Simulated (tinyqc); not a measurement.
## Depletion-mode phase shifter in a rib waveguide and its Mach-Zehnder modulator: effect of the acceptor density

A lateral p-n junction at x0 in a waveguide whose mode intensity is a Gaussian of rms width s about x = 0; p side at smaller x. Reverse bias removes carriers and raises the index. Abrupt junction, doping uniform over the whole mode, lumped electrode (no travelling-wave effects).

Free-carrier changes (empirical, N and P in cm^-3): |dn| = 8.5e-18 P^0.8 for holes, 8.8e-22 N for electrons; absorption 6e-18 P and 8.5e-18 N in 1/cm. W = sqrt(2 eps0 eps_r (Vb + V)(1/Na + 1/Nd)/q); edges xp = x0 - W Nd/(Na + Nd), xn = x0 + W Na/(Na + Nd); F(x) = [1 + erf(x/(sqrt(2) s))]/2. dneff = G {dn_h [F(xp(0)) - F(xp(V))] + dn_e [F(xn(V)) - F(xn(0))]}; VpiL = lam V/(2 dneff); loss = a0 + 4.343 G {a_h F(xp) + a_e [1 - F(xn)]} dB/cm at V; C = eps0 eps_r hr/W + Cf; fRC = 1/(2 pi Rs C).

Values chosen for this exercise; values close to those of silicon near 1550 nm:
- lam = 1550 nm (wavelength)
- eps_r = 11.7 (relative permittivity of the semiconductor)
- Nd = 3.8e17 cm^-3 (donor density)
- Vb = 0.94 V (built-in voltage)
- s = 150 nm (rms width of the lateral mode intensity)
- x0 = 90 nm (junction offset towards the n side)
- G = 1.02 (vertical confinement times ng/n)
- hr = 220 nm (rib height)
- Cf = 54 pF/m (fringe capacitance)
- Rs = 11.9 ohm mm (series resistance)
- V = 1 V (reverse bias)
- a0 = 1.9 dB/cm (passive loss)

Constants: q = 1.602176634e-19 C, eps0 = 8.8541878128e-14 F/cm where lengths are in cm. Results are converted to the units shown.

Results:
```
Na (cm^-3),dneff,VpiL (V cm),loss (dB/cm),VpiL x loss (V dB),C (pF/m),fRC (GHz)
5e16,3.394e-5,2.283,5.275,12.05,149.6,89.37
9.4e16,4.494e-5,1.725,5.647,9.739,178.9,74.75
1.7e17,5.161e-5,1.502,6.657,9.995,209.9,63.70
3.3e17,5.498e-5,1.410,9.272,13.07,245.2,54.54
1.1e18,5.305e-5,1.461,23.52,34.36,295.8,45.21
2.1e18,4.981e-5,1.556,42.63,66.33,312.1,42.85
4e18,4.616e-5,1.679,79.18,132.9,322.0,41.53
```

Estimate the missing row, Na = 6.1e17 cm^-3.

Computed row:
```
Na (cm^-3),dneff,VpiL (V cm),loss (dB/cm),VpiL x loss (V dB),C (pF/m),fRC (GHz)
6.1e17,5.497e-5,1.410,14.32,20.19,274.2,48.78
```

With this row back in the table: As Na goes from 5e16 to 4e18 cm^-3, VpiL goes from 2.28 through a minimum of 1.41 (at Na = 3.3e17 cm^-3 among the rows listed) to 1.68 V cm, the loss rises from 5.28 to 79.2 dB/cm, their product goes from 12.0 through a minimum of 9.74 (at Na = 9.4e16 cm^-3 among the rows listed) to 133 V dB and fRC falls from 89.4 to 41.5 GHz. Rs is held fixed, though in a real device it falls with doping.

Numbers from tinyqc (`OMP_NUM_THREADS=1 python tinyqc.py 2650019 2650020 out.jsonl`; about 0.01 s on one thread of a shared Intel Xeon 2.30GHz).
